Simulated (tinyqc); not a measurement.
Worked calculation: conductance of a narrow metal strip with scatterers (square lattice, Green functions). Values are carried at full precision from step to step, so a last printed digit may differ when a step is redone from the rounded ones.

A strip of W sites across with hard walls, site energy 0 and hopping -t. Mode n = 1 to W has profile chi_n(j) = sqrt(2/(W + 1)) sin(n j pi/(W + 1)) and energy en = -2t cos(n pi/(W + 1)); E = en - 2t cos(kn a). With z_n = exp(i kn a) (Im k > 0 for closed modes, |z| < 1) each lead gives the self-energy -t z_n in mode n. One column carries the site energies v, here one foreign atom. In the mode basis V_nm = sum_j chi_n(j) v_j chi_m(j), G = (E - en + 2 t z_n - V)^-1, and t_nm = 2t sqrt(sin(kn a) sin(km a)) G_nm in size for open modes. T = sum |t_nm|^2, conductance (2e^2/h) T.

Constants: e^2/h = 3.874045865e-05 S.

Parameters, chosen for this exercise (hopping and spacing of the size met in Cu or Al; the lattice is a model; not measured data):
- t = 1.57 eV (hopping)
- a = 2.6 angstrom (spacing)
- W = 3 (sites across)
- E = -1.14 eV (Fermi energy)
- v = (-3, 0, 0) eV (site energies in the scattering column)

## Modes at the Fermi energy

For each n: en, cos(kn a) = (en - E)/(2t), z_n and the velocity 2 t a sin(kn a) (zero if closed).

Modes:
```
n  en (eV)  cos(k a)                  z  dE/dk (eV angstrom)
1  -2.2203  -0.34405  -0.34405+0.93895i               7.6656
2   0.0000   0.36306   0.36306+0.93177i               7.6069
3   2.2203   1.07016            0.68905               0.0000
```

2 of 3 modes are open, so the clean strip has a resistance of 6453 ohm, whatever its length.

## The scatterer in the mode basis

Form V_nm.

V (eV), lower triangle:
```
         n=1      n=2      n=3
n=1  -0.7500
n=2  -1.0607  -1.5000
n=3  -0.7500  -1.0607  -0.7500
```

A single site couples every mode that has amplitude on it.

## Green function and transmission

E - en + 2 t z_n = 2t (z_n - cos(kn a)). Invert, form |t_nm|^2 = (2t)^2 Im(z_n) Im(z_m) |G_nm|^2 and sum. The added resistance is 1/(2 (e^2/h) T) less the same for the clean strip.

G (1/eV):
```
                n=1             n=2              n=3
n=1  0.0443-0.2482i  0.0631+0.1296i   0.2241-0.1090i
n=2  0.0631+0.1296i  0.0899-0.1571i   0.3193-0.1554i
n=3  0.2241-0.1090i  0.3193-0.1554i  -1.1042-0.5520i
```

|t_nm|^2, lower triangle:
```
        n=1     n=2  n=3
n=1  0.5527
n=2  0.1792  0.2804
n=3       0       0    0
```

T = 1.1915
added resistance = 4379 ohm

Mode 2 passes least (0.460) and mode 1 most (0.732); 30.1 % of the transmitted flux changes mode.

## Checks

- Transmitted plus reflected flux against the number of open modes: both 2.00000.

tinyqc: `OMP_NUM_THREADS=1 python tinyqc.py 1452431 1452432 out.jsonl`; about 0.01 s, one thread, shared Intel(R) Xeon(R) Processor @ 2.30GHz.
